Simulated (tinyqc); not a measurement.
Hot carriers by balance equations with a heated Maxwellian: one step, computed by the program tinyqc. Command: `OMP_NUM_THREADS=1 python tinyqc.py 3031128 3031129 out.jsonl hot walk`. One thread of a shared host (Intel(R) Xeon(R) Processor @ 2.30GHz), about 0.02 s of CPU time with the checks.

The carriers follow a Maxwellian at an electron temperature T_e, slightly displaced; the drift energy is neglected against k_B T_e. The balance averages the rate, not the time, so mu_0 lies below the relaxation-time value.

Question. Drift velocity. Parabolic band: E = hbar^2 k^2/(2 m), speed v = hbar k/m, states per spin, volume and energy g(E) = m k/(2 pi^2 hbar^2). Masses are multiplied by m_0 and all formulas are in SI units. Phonon occupation N_q = 1/(exp(hbar w/(k_B T)) - 1). Acoustic deformation potential (elastic, equipartition, absorption and emission together): 1/tau = 2 pi k_B T D_A^2 g(E)/(hbar rho v_l^2). Optical or intervalley deformation potential: 1/tau = (pi Z_f D_o^2/(rho w)) [N_q g(E + hbar w) + (N_q + 1) g(E - hbar w)], with g = 0 below the band edge. Averages over the Maxwellian, <y> = int y x^(1/2) exp(-x) dx / int x^(1/2) exp(-x) dx with x = E/(k_B T_e), split at x_0 = hbar w/(k_B T_e): 64 Gauss-Legendre points in sqrt(x) below it and 128 in sqrt(x - x_0) above it, up to x = 32. Momentum balance: mu(T_e) = e/(m nu), nu = <x (sum of rates)>/<x>. Power lost per carrier: P(T_e) = hbar w <emission rate - absorption rate> + <(2 m v_l^2/(k_B T)) (E - 2 k_B T) acoustic rate>. v = mu(T_e) F; warm-carrier coefficient (mu/mu_0 - 1)/F^2.

Inputs (values chosen for the exercise, modelled on holes in germanium):
```
quantity                                          value       unit
effective mass m                                  0.299        m_0
density rho                                        5323     kg/m^3
sound velocity v_l                                 5440        m/s
acoustic deformation potential D_A                  5.5         eV
phonon energy hbar w                               38.8        meV
optical or intervalley deformation potential D_o    7.6  1e8 eV/cm
final valleys Z_f                                     1          -
lattice temperature T                               500          K
electric field F                                   0.37      kV/cm
```

Band: parabolic. Solver: Newton.

electron temperature T_e = 501.8780 K

low-field mobility mu_0 = 1069.297 cm^2/(V s)

Constants: k_B = 8.617333262e-05 eV/K; k_B = 1.380649e-23 J/K; e = 1.602176634e-19 C; hbar = 1.054571817e-34 J s; m_0 = 9.1093837015e-31 kg; hbar = 6.582119569e-16 eV s.

Give: mobility mu(T_e); drift velocity; mu/mu_0; (mu/mu_0 - 1)/F^2.

Answer.

mobility mu(T_e) = 1067 cm^2/(V s)

drift velocity = 0.03947 1e7 cm/s

mu/mu_0 = 0.9977

(mu/mu_0 - 1)/F^2 = -0.01664 cm^2/kV^2
